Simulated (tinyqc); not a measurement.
Thin-body transistor below threshold, two-dimensional Poisson equation on a small mesh: one step of the calculation.

A thin body on a thick buried insulator of low permittivity, taken as carrying no normal field at the bottom of the body (row 0). Mobile charge is neglected (subthreshold), the body is fully depleted, and potentials are counted from the intrinsic level; rows run upward to the gate, columns from source to drain.

Question. Jacobi sweep. Free nodes: rows 0..3, columns 1..5, taken row by row from row 0, left to right. t = (up psi(above) + dn psi(below) + lat [psi(left) + psi(right)] + s)/(up + dn + 2 lat), with all neighbours from the previous sweep; psi(new) = t.

psi at the start (fixed values on the edges, free nodes linear between source and drain columns) (V):
```
               j=0          j=1          j=2          j=3          j=4          j=5          j=6
row 0   0.51000000   0.51833300   0.52666700   0.53500000   0.54333300   0.55166700   0.56000000
row 1   0.51000000   0.51833300   0.52666700   0.53500000   0.54333300   0.55166700   0.56000000
row 2   0.51000000   0.51833300   0.52666700   0.53500000   0.54333300   0.55166700   0.56000000
row 3   0.24000000   0.24416700   0.24833300   0.25250000   0.25666700   0.26083300   0.26500000
row 4  -0.03000000  -0.03000000  -0.03000000  -0.03000000  -0.03000000  -0.03000000  -0.03000000
```

```
row         up         dn         lat  s (V)
0    21.266667          0   3.1636364      0
1    21.266667  21.266667   6.3272727      0
2    38.133333  21.266667   3.3630682      0
3    38.133333  38.133333  0.39886364      0
```

Give: psi after iteration 1.

Answer.

psi after iteration 1 (V):
```
            j=0       j=1       j=2       j=3       j=4       j=5       j=6
row 0   0.51000   0.51833   0.52667   0.53500   0.54333   0.55167   0.56000
row 1   0.51000   0.51833   0.52667   0.53500   0.54333   0.55167   0.56000
row 2   0.51000   0.36023   0.36616   0.37209   0.37802   0.38395   0.56000
row 3   0.24000   0.24417   0.24833   0.25250   0.25667   0.26083   0.26500
row 4  -0.03000  -0.03000  -0.03000  -0.03000  -0.03000  -0.03000  -0.03000
```

Program tinyqc, `OMP_NUM_THREADS=1 python tinyqc.py 2480104 2480105 out.jsonl`; Intel Xeon 2.30GHz, shared host, one thread, about 0.1 s.
